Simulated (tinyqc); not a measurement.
Lateral field, substrate current, probability of reaching the oxide barrier and hot-carrier lifetime of a silicon transistor (pseudo-two-dimensional and lucky-electron models): one step, computed by the program tinyqc. Command: `OMP_NUM_THREADS=1 python tinyqc.py 3029508 3029509 out.jsonl hotcar walk`. One thread of a shared host (Intel(R) Xeon(R) Processor @ 2.30GHz), about 0.01 s of CPU time with the checks.

Local-field models: a lucky carrier gains its energy at the peak field over a path free of collisions. Voltages are magnitudes.

Problem. Hot-carrier currents and lifetime. C_ox = 3.9 eps_0/t; F_sat = 2 v_s/mu; V_Dsat = V_ov F_sat L/(V_ov + F_sat L), V_ov = V_G - V_T; I_D/W = C_ox v_s (V_ov - V_Dsat). Scale length l = 0.22 t^(1/3) x_j^(1/2) (all in cm); F_m = sqrt(((V_D - V_Dsat)/l_e)^2 + F_sat^2), with l_e = l; length of the velocity-saturated region l_e ln((V_D - V_Dsat)/(l_e F_sat) + F_m/F_sat). Substrate current I_sub/I_D = (A_i/B_i)(V_D - V_Dsat) exp(-B_i/F_m); probability of reaching the oxide barrier exp(-phi_b/(e lambda F_m)); lifetime tau = (H/(I_D/W)) exp(phi_it/(e lambda F_m)).

Inputs (values chosen for the exercise, modelled on a silicon n-channel): channel length L = 330 nm; oxide thickness t = 6.9 nm; junction depth x_j = 52 nm; mobility mu = 290 cm^2/(V s); saturation velocity v_s = 0.79 1e7 cm/s; threshold voltage V_T = 0.59 V; gate voltage V_G = 0.98 V; drain voltage V_D = 1.9 V; ionisation prefactor A_i = 2.2e+06 1/cm; ionisation field B_i = 1.69 MV/cm; hot-carrier mean free path lambda = 7.5 nm; oxide barrier phi_b = 3.1 eV; interface-trap threshold phi_it = 3.8 eV; lifetime constant H = 800 s microampere/micrometre.

Drain: abrupt.

Constants: eps_0 = 8.8541878128e-12 F/m.

Give: I_sub/I_D; substrate current I_sub/W; probability of reaching phi_b; lifetime tau; exponent m = phi_it/(e lambda B_i).

Solution.

I_sub/I_D = 0.01891

substrate current I_sub/W = 0.5199 microampere/micrometre

probability of reaching phi_b = 1.047e-05

lifetime tau = 3.705e+07 s

exponent m = phi_it/(e lambda B_i) = 2.998

Since both exponentials depend on 1/F_m, tau I_D scales about as (I_sub/I_D)^(-m) with m = 3.00, which lets I_sub serve as the monitor. The lifetime is 0.117 times ten years (3.156e8 s).
